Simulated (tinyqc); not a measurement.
Double-gate transistor, scale length and short-channel effects: two steps of the calculation.

A body of thickness ts between two insulators of thickness ti and two tied gates. Below threshold the potential that source and drain add obeys Laplace's equation and vanishes on the gate. Its lowest mode decays along the channel as exp(-k y); k is the smallest positive root of the matching condition at the interface, and the scale length is Lambda = pi/k.

Inputs (values chosen for the exercise); permittivities: semiconductor close to that of germanium, insulator close to that of zirconium oxide:
- eps_r = 15.7 (relative permittivity of the semiconductor)
- ei = 23.9 (relative permittivity of the insulator)
- ti = 6.8 nm (insulator thickness)
- ts = 7.8 nm (body thickness)

Task 1. Scan of the matching condition. f(k) = ei cos(k ti) cos(k ts/2) - eps_r sin(k ti) sin(k ts/2).

```
point,k (1/nm)
0,0.0275
1,0.055
2,0.0825
3,0.11
4,0.1375
5,0.165
6,0.1925
7,0.22
```

Give: f(k).

Result 1.

```
point,f(k)
0,23.036
1,20.517
2,16.557
3,11.490
4,5.746
5,-0.191
6,-5.823
7,-10.676
```

The first change of sign lies between k = 0.1375 and 0.165 1/nm.

Task 2. Decay constant by Newton steps. f(k) = ei cos(k ti) cos(k ts/2) - eps_r sin(k ti) sin(k ts/2); f' by a central difference with +/- 1e-5 1/nm; k(new) = k - f/f'.

k at the start = 0.165 1/nm

Give: f; f'; k after iteration 1.

Result 2.

f = -0.1913
f' = -213.3 nm
k after iteration 1 = 0.1641 1/nm

Numbers from tinyqc (`OMP_NUM_THREADS=1 python tinyqc.py 2420018 2420019 out.jsonl`; about 0.01 s on one thread of a shared Intel Xeon 2.30GHz).
